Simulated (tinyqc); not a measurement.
## Doping and thickness from pinch-off voltage and conductance

Inverse problem. A uniform channel has Vp = q Nd a^2/(2 eps0 eps_r) and G0 = 2 q mu Nd a W/L. Find a and Nd.

Inputs (values chosen for the exercise); material values close to those of gallium arsenide: relative permittivity of the semiconductor eps_r = 12.8; low-field mobility at this doping mu = 3800 cm^2/(V s); gate length L = 1 um; gate width W = 200 um.

Constants: q = 1.602176634e-19 C, eps0 = 8.8541878128e-14 F/cm where lengths are in cm. Results are converted to the units shown.

Vp = 4.0523191 V
G0 = 664.83922 mS

Solution. G0 gives the product Nd a and Vp gives Nd a^2; their ratio is a.

a = 210.0 nm
Nd = 1.300e17 cm^-3

tinyqc, about 0.06 s, one thread, Intel Xeon 2.30GHz (shared host): `OMP_NUM_THREADS=1 python tinyqc.py 2500058 2500059 out.jsonl`
